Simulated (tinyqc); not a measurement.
# Inputs raised by 10 %, one at a time

Model: Raman shift of the zone-centre optical phonon of a diamond-structure crystal under stress. Computed by tinyqc, a small Python program. Command: `OMP_NUM_THREADS=1 python tinyqc.py 3026802 3026803 out.jsonl ramanstress sens`. One thread of a shared host (Intel(R) Xeon(R) Processor @ 2.30GHz), about 0.02 s of CPU time with the checks.

Axes x, y, z are the cube axes. Strain shifts the threefold optical mode and can split it; p, q and r are the phonon deformation potentials.

Inputs (values chosen for the exercise, modelled on diamond):

| quantity | value | unit |
|---|---|---|
| unstrained frequency omega_0 | 1332 | 1/cm |
| p/omega_0^2 | -2.69 | - |
| q/omega_0^2 | -1.85 | - |
| r/omega_0^2 | -1.82 | - |
| C11 | 1088 | GPa |
| C12 | 124.1 | GPa |
| C44 | 577.1 | GPa |
| stress sigma (tension positive) | -0.11 | GPa |
| polarisation angle phi | 45 | degree |
| temperature coefficient d omega/dT | -0.01 | 1/(cm K) |
| local temperature T | 400 | K |
| laser wavelength | 364 | nm |

Stress state: uniaxial. Axis: [210].

Constants: h = 6.62607015e-34 J s; c = 299792458 m/s; k_B = 1.380649e-23 J/K.

Method:
- S11 = (C11 + C12)/D, S12 = -C12/D, D = (C11 - C12)(C11 + 2 C12), S44 = 1/C44.
- Uniaxial stress along the unit vector n of the axis: sigma_ij = sigma n_i n_j.
- eps_xx = S11 sigma_xx + S12 (sigma_yy + sigma_zz), and cyclic; eps_xy = S44 sigma_xy/2 (tensor strain).
- Secular matrix: M_xx = p eps_xx + q (eps_yy + eps_zz), M_xy = 2 r eps_xy; its eigenvalues are omega^2 - omega_0^2, and the shifts are these over 2 omega_0.
- gamma = -(p + 2q)/(6 omega_0^2); the mean of the three shifts is -gamma omega_0 x (volume strain).
- Backscattering from a (001) surface: incident polarisation (cos phi, sin phi, 0). With Raman tensors (R_z)_xy = (R_z)_yx = 1 and cyclic, only the z component u_z of a mode counts: I = u_z^2 sin^2(2 phi) for parallel and u_z^2 cos^2(2 phi) for crossed polarisers. An unresolved line sits at the intensity-weighted shift, which is M_zz/(2 omega_0).
- A temperature above 300 K shifts the line by (d omega/dT)(T - 300 K); divided by the shift per stress it poses as a stress; the total shift adds it to the shift of the observed line. The anti-Stokes to Stokes ratio is [(omega_L + omega_0)/(omega_L - omega_0)]^3 exp(-h c omega_0/(k_B T)) in photon counts, omega_L = 1/wavelength, resonance effects left out.

Runs:

| input moved | from | to | shift of the observed line (1/cm) | mean shift (1/cm) | shift per stress (1/(cm GPa)) | anti-Stokes/Stokes ratio |
|---|---|---|---|---|---|---|
| base run | - | - | 0.09550 | 0.11678 | -0.86819 | 0.011109 |
| unstrained frequency omega_0 (1/cm) | 1332 | 1465.2 | 0.10505 | 0.12846 | -0.95501 | 0.007084 |
| q/omega_0^2 | -1.85 | -2.035 | 0.10695 | 0.12354 | -0.97227 | 0.011109 |
| C11 (GPa) | 1088 | 1196.8 | 0.08887 | 0.10799 | -0.80787 | 0.011109 |
| C12 (GPa) | 124.1 | 136.51 | 0.09309 | 0.11465 | -0.84630 | 0.011109 |
| C44 (GPa) | 577.1 | 634.81 | 0.09550 | 0.11678 | -0.86819 | 0.011109 |
| stress sigma (tension positive) (GPa) | -0.11 | -0.121 | 0.10505 | 0.12846 | -0.86819 | 0.011109 |
| local temperature T (K) | 400 | 440 | 0.09550 | 0.11678 | -0.86819 | 0.017173 |

Exponents ln(y'/y) / ln(x'/x):

| input | shift of the observed line | mean shift | shift per stress | anti-Stokes/Stokes ratio |
|---|---|---|---|---|
| unstrained frequency omega_0 | 1.000 | 1.000 | 1.000 | -4.721 |
| q/omega_0^2 | 1.188 | 0.591 | 1.188 | 0.000 |
| C11 | -0.755 | -0.821 | -0.755 | 0.000 |
| C12 | -0.268 | -0.193 | -0.268 | 0.000 |
| C44 | 0.000 | 0.000 | 0.000 | 0.000 |
| stress sigma (tension positive) | 1.000 | 1.000 | 0.000 | 0.000 |
| local temperature T | 0.000 | 0.000 | 0.000 | 4.570 |

To which inputs is each result most sensitive?

Among the inputs moved here: shift of the observed line answers most in size to q/omega_0^2 (exponent +1.188), next to unstrained frequency omega_0 (+1.000); its exponent is below 0.0005 for C44, local temperature T. Its exponent +1.000 in unstrained frequency omega_0: p, q and r scale with omega_0^2. Its exponent 0.000 in C44: M_zz holds no shear strain. Mean shift answers most in size to unstrained frequency omega_0 (exponent +1.000), and about equally to stress sigma (tension positive) (+1.000); its exponent is below 0.0005 for C44, local temperature T. shift per stress answers most in size to q/omega_0^2 (exponent +1.188), next to unstrained frequency omega_0 (+1.000); its exponent is below 0.0005 for C44, stress sigma (tension positive), local temperature T. anti-Stokes/Stokes ratio answers most in size to unstrained frequency omega_0 (exponent -4.721), next to local temperature T (+4.570); its exponent is below 0.0005 for q/omega_0^2, C11, C12, C44, stress sigma (tension positive).
